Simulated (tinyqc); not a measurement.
# Changing the dopant density N_X

Model: self-consistent Fermi level with native defects, at growth and after a quench. Computed by tinyqc, a small Python program. Command: `OMP_NUM_THREADS=1 python tinyqc.py 3027699 3027700 out.jsonl scfermi sweep`. One thread of a shared host (Intel(R) Xeon(R) Processor @ 2.30GHz), about 0.08 s of CPU time with the checks.

Energies are counted from the top of the valence band (VBM); when the gap shrinks with temperature the conduction band moves and the levels stay. The added dopant is taken as fully ionised. D and A draw on one reservoir with opposite signs, as the two vacancies of a compound do.

Inputs (values chosen for the exercise, for a model semiconductor): gap E_g at 300 K = 3.09 eV; slope -dE_g/dT above 300 K = 0.00031 eV/K; electron mass m_e = 0.23 m_0; valleys M_c = 1; hole mass m_h = 0.614 m_0; E_f of the neutral native donor D = 1.022 eV; E_f of the neutral native acceptor A = 4.224 eV; shift s of the chemical potential = 0.16 eV; site density N_s = 2.8e+22 cm^-3; growth temperature T_g = 1400 K; temperature of use T = 400 K.

Added shallow dopant: donor.

levels of D above the VBM, most positive state first (eV): [1.11, 1.66]

levels of A above the VBM, (0/-1) first (eV): [0.481, 0.501]

Constants: m_0 = 9.1093837015e-31 kg; k_B = 1.380649e-23 J/K; h = 6.62607015e-34 J s; k_B = 8.617333262e-05 eV/K.

Method:
- E_f(D, 0) = input + s and E_f(A, 0) = input - s; E_f(q, E_F = 0) follows from the levels, eps(q/q-1) = E_f(q - 1) - E_f(q) at E_F = 0.
- E_g(T) = E_g - slope x max(0, T - 300 K).
- N_c = 2 M_c (2 pi m_e k_B T/h^2)^(3/2) and N_v = 2 (2 pi m_h k_B T/h^2)^(3/2), masses in units of m_0.
- At growth T = T_g.
- n = N_c F_1/2((E_F - E_g)/k_B T), p = N_v F_1/2(-E_F/k_B T).
- F_1/2(eta) = (2/sqrt(pi)) int_0^infinity sqrt(x)/(1 + exp(x - eta)) dx, by the trapezoid rule in t = sqrt(x) with step 0.02 up to t = 12 (for eta < -12 by exp(eta) - exp(2 eta)/2^(3/2)).
- In equilibrium c_q = N_s exp(-(E_f(q, 0) + q E_F)/k_B T).
- Net charge = p - n + sum q c_q + N_X; the log ratio is ln(positive charge/negative charge).
- E_F is the root of the log ratio, by 50 bisections between -0.5 eV and E_g + 0.5 eV.
- After a quench the totals of D and A stay as grown, and each is shared among its charge states with weights exp(-(E_f(q, 0) + q E_F)/k_B T).

One run for each value; columns: (1) dopant density N_X (cm^-3); (2) E_F at growth (eV); (3) total D (cm^-3); (4) total A (cm^-3); (5) E_F after the quench (eV); (6) n after the quench (cm^-3); (7) p after the quench (cm^-3):
```
(1)          (2)         (3)         (4)     (5)         (6)         (7)
1.00e+15  1.8127  1.9968e+18  2.1538e+17  1.7046  3.6712e+01  6.1986e-03
4.00e+15  1.8130  1.9958e+18  2.1636e+17  1.7047  3.6802e+01  6.1835e-03
2.00e+16  1.8144  1.9905e+18  2.2163e+17  1.7051  3.7280e+01  6.1042e-03
7.00e+16  1.8189  1.9748e+18  2.3852e+17  1.7065  3.8780e+01  5.8681e-03
3.00e+17  1.8371  1.9159e+18  3.2288e+17  1.7122  4.5721e+01  4.9772e-03
1.00e+18  1.8765  1.8157e+18  6.1978e+17  1.7249  6.6243e+01  3.4352e-03
4.00e+18  1.9487  1.6988e+18  2.0529e+18  1.7535  1.5159e+02  1.5012e-03
2.00e+19  2.0442  1.6210e+18  9.9918e+18  2.8673  1.6351e+16  1.3899e-17
7.00e+19  2.1197  1.5910e+18  3.4942e+19  2.9353  1.1660e+17  1.9329e-18
3.00e+20  2.2075  1.5731e+18  1.4985e+20  2.9679  2.9560e+17  7.5121e-19
```

Over the rows, E_F at growth (eV) rises from 1.81 to 2.21 (exponent d ln y / d ln x 1.1e-4 between the first rows and 0.028 between the last); total D (cm^-3) falls from 2.00e18 to 1.57e18 (exponent d ln y / d ln x -3.6e-4 between the first rows and -0.0077 between the last); total A (cm^-3) rises from 2.15e17 to 1.50e20 (exponent d ln y / d ln x 0.0033 between the first rows and 1.0 between the last). At the high end the exponent of total A is 1.00, close to 1: native acceptors form in proportion to the added donors. The density of carriers of the sign that the dopant should give, relative to N_X, goes after the quench from 3.7e-12 % to 0.099 %. Doping moves E_F at growth, which lowers E_f of the compensating defect by its charge times the shift.

Caution (rows 7.00e19, 3.00e20): above about 2e19 cm^-3 defects interact, pair and form bands, which the dilute model leaves out.
